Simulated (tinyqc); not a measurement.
The scattering mechanism: Boltzmann transport in a parabolic band with a power-law relaxation time.

F_j(eta) = (1/Gamma(j + 1)) integral_0^infinity x^j dx/(1 + exp(x - eta)), which tends to exp(eta) for eta << 0.

tau = tau0 x^r with x = E/kT. With K_j = Gamma(j + 1) F_j(eta): <tau> = tau0 (r + 3/2) K_(r+1/2)/((3/2) K_(1/2)); mu = <tau>/(mc m0/e), m0/e = 5.685630e-12 kg/C; Hall factor rH = (3/2) K_(1/2) (2r + 3/2) K_(2r+1/2)/((r + 3/2) K_(r+1/2))^2; Seebeck S = -(kB/e) [(r + 5/2) K_(r+3/2)/((r + 3/2) K_(r+1/2)) - eta]; Lorenz number L = (kB/e)^2 [(r + 7/2) K_(r+5/2)/((r + 3/2) K_(r+1/2)) - ((r + 5/2) K_(r+3/2)/((r + 3/2) K_(r+1/2)))^2]; kB/e in V/K. Valley anisotropy is left out of rH.

Constants: kB = 8.617333262e-05 eV/K.
eta = -0.72685

Same eta for each exponent.

Results:

| r | mechanism | <tau>/tau0 | rH | S (microvolt/K) | L (1e-8 W ohm/K^2) |
|---|---|---|---|---|---|
| -0.5 | acoustic phonons | 0.711 | 1.152 | -252.7 | 1.558 |
| 0.0 | a constant relaxation time | 1.000 | 1.000 | -293.8 | 1.889 |
| 0.5 | polar optical or piezoelectric scattering | 1.568 | 1.092 | -334.7 | 2.229 |
| 1.5 | ionised impurities | 4.949 | 1.825 | -416.6 | 2.933 |

What can be read from this table?

From r = -1/2 to 3/2 |S| grows by 163.9 microvolt/K, against 2 kB/e = 172.3 in the non-degenerate limit: scattering that favours fast electrons raises the mean energy carried. rH is 1 only for constant tau and reaches 1.825 for r = 3/2; L spans 1.558 to 2.933 against the metallic 2.443.

tinyqc: `OMP_NUM_THREADS=1 python tinyqc.py 1681109 1681110 out.jsonl`; about 0.01 s, one thread, shared Intel(R) Xeon(R) Processor @ 2.30GHz.
